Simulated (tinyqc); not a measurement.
Worked calculation: precursor delivery by bubblers, mass-transport growth and the solid composition of a III-V alloy. Computed by tinyqc, a small Python program that keeps every step. Command: `OMP_NUM_THREADS=1 python tinyqc.py 3025936 3025937 out.jsonl movpe_thermo walk`. One thread of a shared host (Intel(R) Xeon(R) Processor @ 2.30GHz), about 0.02 s of CPU time with the checks. Intermediate numbers are printed to about 5 digits and carried at full precision; extremes and crossings named in words are read from the listed rows.

1 sccm = 44.615 micromol/min; 1 torr = 133.322 Pa. The sources decompose fully at the surface.

Inputs (values chosen for the exercise, modelled on trimethylgallium (source 1) and trimethylindium (source 2) for the vapour pressures):
```
quantity                                                value      unit
bath temperature T1                                       276         K
bath temperature T2                                       295         K
bubbler pressure p_b                                      600      torr
carrier flow F1                                           2.3      sccm
carrier flow F2                                           280      sccm
total flow F_t                                            5.5       slm
group-V flow F_V                                           26      sccm
reactor pressure p                                        200      torr
growth temperature T                                      880         K
diffusivity at 273 K and 760 torr                        0.47    cm^2/s
flow cross-section A                                       19      cm^2
distance from the leading edge z                            6        cm
lattice constant a                                       5.79  angstrom
interaction L0 of the solid                               4.3    kJ/mol
vapour fraction x_v of D among the group-V sources       0.77         -
exchange energy dG_x of AC + (1/2) D2 -> AD + (1/2) C2   -5.3    kJ/mol
```

Alloy: mixing on the group-V sites.

constants a, b of source 1 (log10 torr, K): 8.096  1703

constants a, b of source 2 (log10 torr, K): 10.53  3014

Constants: k_B = 1.380649e-23 J/K; R = 8.314462618 J/(mol K).

## Bubblers

log10 p_v = a - b/T_bath; molar flow = F x 44.615 x p_v/(p_b - p_v) for a saturated bubbler.

vapour pressure 1 = 84.277 torr

molar flow 1 = 16.769 micromol/min

vapour pressure 2 = 2.0561 torr

molar flow 2 = 42.957 micromol/min

One kelvin of bath error changes flow 1 by 6.0 % and flow 2 by 8.0 %.

## Partial pressures in the reactor

p_i = p n_i/(44615 F_t), F_t in slm; p_V = p F_V/(1000 F_t), counted per molecule supplied; V/III = 44.615 F_V/(n1 + n2); vapour fraction of source 2 = n2/(n1 + n2).

p_1 = 0.013667 torr

p_2 = 0.035012 torr

p_V = 0.94545 torr

V/III ratio = 19.422

vapour fraction of source 2 = 0.71923

## Mass transport

Mean velocity u = (F_t/A)(760/p)(T/273); D = D0 (T/273)^1.75 (760/p); boundary layer delta = sqrt(pi D z/u); flux = D dp/(delta k_B T); growth rate = flux x a^3/4.

velocity u = 59.096 cm/s

D = 13.850 cm^2/s

boundary layer delta = 2.1018 cm

growth rate per torr of group III = 126.32 micrometre/(h torr)

Caution: the boundary layer is a quarter or more of the root of the cross-section, so it fills much of the channel and depletion along the flow matters.

## Solid composition

At high V/III the group-V pressures at the surface equal those supplied, as dimers: p_D2/p_C2 = x_v/(1 - x_v). Equilibrium of the solid AC(1-x)D(x), A standing for the mix of both group-III metals: ln[x/(1 - x)] + L0 (1 - 2x)/(R T) = -dG_x/(R T) + (1/2) ln[x_v/(1 - x_v)]. Growth rate = rate per torr x (p_1 + p_2). Sensitivity dx/dx_v = [1/(2 x_v (1 - x_v))]/[1/(x (1 - x)) - 2 L0/(R T)].

solid fraction x = 0.85079

distribution coefficient x/x_v = 1.1049

dx/dx_v = 0.42125

growth rate = 6.1491 micrometre/h

The solid is richer in D than the vapour. The growth rate is set by group III alone.

## Solid against vapour

At high V/III the group-V pressures at the surface equal those supplied, as dimers: p_D2/p_C2 = x_v/(1 - x_v). Equilibrium of the solid AC(1-x)D(x), A standing for the mix of both group-III metals: ln[x/(1 - x)] + L0 (1 - 2x)/(R T) = -dG_x/(R T) + (1/2) ln[x_v/(1 - x_v)].

Composition:
```
x_v         x  x for L0 = 0   x/x_v
0.02  0.16602       0.22767  8.3010
0.05  0.26401       0.32129  5.2802
0.10  0.37166       0.40752  3.7166
0.25  0.56153       0.54365  2.2461
0.50  0.73002       0.67357  1.4600
0.75  0.84239       0.78137  1.1232
0.90  0.90920       0.86092  1.0102
0.95  0.93767       0.89994  0.9870
0.98  0.96130       0.93525  0.9809
```

dG_x = -5.3 kJ/mol favours AD: at x_v = 1/2 the ideal solid has x = 0.674. The positive L0 pushes x away from 1/2, to 0.730, and steepens the curve near x = 1/2; at L0 = 2 R T = 14.6 kJ/mol the slope would diverge.

Checks made by the program: the sensitivity to the bath against a difference (relative difference below 1e-10).
